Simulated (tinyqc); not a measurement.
# Permittivity of the insulator from five potentials

Problem. A node lies on a semiconductor-insulator interface. Steps: hs = tb/2 down into the semiconductor, ho = tox/2 up into the insulator, hy = L/5 sideways. The flux balance of its box reads eox (hy/ho)(above - node) + eps_r (hy/hs)(below - node) + [(eps_r hs + eox ho)/(2 hy)](left + right - 2 node) - q Na (hs/2) hy/eps0 = 0. Find eox.

Parameters, values chosen for the exercise; semiconductor permittivity close to that of silicon: relative permittivity of the semiconductor eps_r = 11.9; half the body thickness tb = 4 nm; insulator thickness tox = 2.3 nm; channel length L = 43 nm; acceptor density of the depleted body Na = 0 cm^-3.

Constants: q = 1.602176634e-19 C, eps0 = 8.8541878128e-14 F/cm where lengths are in cm. Results are converted to the units shown.

psi (V): node 0.22857369, above 0.097492396, below 0.27987683, left 0.035545111, right 1.15

Solution. The balance is linear in eox.

eox = 3.90

Program tinyqc, `OMP_NUM_THREADS=1 python tinyqc.py 2480066 2480067 out.jsonl`; Intel Xeon 2.30GHz, shared host, one thread, about 0.1 s.
